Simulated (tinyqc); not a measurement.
Pariser-Parr-Pople SCF with singles CI, for the molecule C=C1C=CC=CC=C1 (SMILES; centres numbered as the heavy atoms are written), step by step. One step of it, computed by the program tinyqc.

Problem. PPP integrals. Ohno: gamma = 14.399645/sqrt(R^2 + a^2), a = 2 x 14.399645/(gamma_rr + gamma_ss); H_rr = -W_r - sum_(s != r) z_s gamma_rs; H_rs = beta for bonds.

Centres (angstrom, eV; a flat drawing with bonds scaled to 1.40 angstrom):
```
centre,x,y,core charge z,W,gamma_rr
1C,2.637000,0.000000,1,10.210000,12.000000
2C,1.237000,0.000000,1,10.210000,12.000000
3C,0.629000,1.261000,1,10.210000,12.000000
4C,-0.736000,1.573000,1,10.210000,12.000000
5C,-1.830000,0.700000,1,10.210000,12.000000
6C,-1.830000,-0.700000,1,10.210000,12.000000
7C,-0.736000,-1.573000,1,10.210000,12.000000
8C,0.629000,-1.261000,1,10.210000,12.000000
```

Resonance integrals (eV):
```
i,j,beta
1,2,-2.460000
2,3,-2.460000
3,4,-2.460000
4,5,-2.460000
5,6,-2.460000
6,7,-2.460000
7,8,-2.460000
8,2,-2.460000
```

Give: repulsion gamma_rs; core matrix H.

Solution.

repulsion gamma_rs (eV), lower triangle:
```
,1C,2C,3C,4C,5C,6C,7C,8C
1C,12.0000
2C,7.8094,12.0000
3C,5.4186,7.8096,12.0000
4C,3.6824,5.1536,7.8087,12.0000
5C,3.0781,4.2767,5.1555,7.8106,12.0000
6C,3.0781,4.2767,4.2776,5.1548,7.8094,12.0000
7C,3.6824,5.1536,4.2771,4.2766,5.1548,7.8106,12.0000
8C,5.4186,7.8096,5.1558,4.2771,4.2776,5.1555,7.8087,12.0000
```

core matrix H (eV), lower triangle:
```
,1C,2C,3C,4C,5C,6C,7C,8C
1C,-42.3776
2C,-2.4600,-52.4993
3C,0.0000,-2.4600,-50.1128
4C,0.0000,0.0000,-2.4600,-48.3738
5C,0.0000,0.0000,0.0000,-2.4600,-47.7727
6C,0.0000,0.0000,0.0000,0.0000,-2.4600,-47.7727
7C,0.0000,0.0000,0.0000,0.0000,0.0000,-2.4600,-48.3738
8C,0.0000,-2.4600,0.0000,0.0000,0.0000,0.0000,-2.4600,-50.1128
```
